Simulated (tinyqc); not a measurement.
Tunnelling through a gate dielectric, WKB transmission and Tsu-Esaki current: one step of the calculation.

Electrons leave the emitter at x = 0. Energies E (motion across the layers) are in eV from the emitter Fermi level; the collector Fermi level lies at -V and offers states at every E. No charge in the dielectric and no image force: F1 = V/t1, U = phi1 - F1 x. With C = hbar^2/(2 m0), kappa = sqrt(m (U - E)/C) where U > E and 0 elsewhere; T(E) = exp(-S), S = 2 times the integral of kappa over x.

Task. WKB exponent by the midpoint rule. Cut each layer into nc equal cells, take U and kappa at the cell centres, and sum S = 2 sum kappa h.

Values chosen for this exercise; dielectric values close to those of silicon nitride:
```
symbol  value  unit                                                        meaning
phi1     2.09    eV  barrier of layer 1 above the emitter Fermi level at zero bias
m1       0.48    m0                                     tunnelling mass of layer 1
t1        7.5    nm                                           thickness of layer 1
V         4.1     V                                  voltage across the dielectric
E           0    eV                                energy of the electron followed
nc          9                                                  cells in each layer
```

Constants: q = 1.602176634e-19 C, hbar = 1.054571817e-34 J s, m0 = 9.1093837015e-31 kg, hbar^2/(2 m0) = 0.0380998212 eV nm^2. Results are converted to the units shown.

Find: x; U; kappa; S; T(E).

Result.

```
cell  x (nm)  U (eV)  kappa (1/nm)
0      0.417   1.862         4.844
1      1.250   1.407         4.210
2      2.083   0.951         3.462
3      2.917   0.496         2.499
4      3.750   0.040         0.710
5      4.583  -0.416         0.000
6      5.417  -0.871         0.000
7      6.250  -1.327         0.000
8      7.083  -1.782         0.000
```

S = 26.21
T(E) = 4.158e-12

Numbers from tinyqc (`OMP_NUM_THREADS=1 python tinyqc.py 2540137 2540138 out.jsonl`; about 0.05 s on one thread of a shared Intel Xeon 2.30GHz).
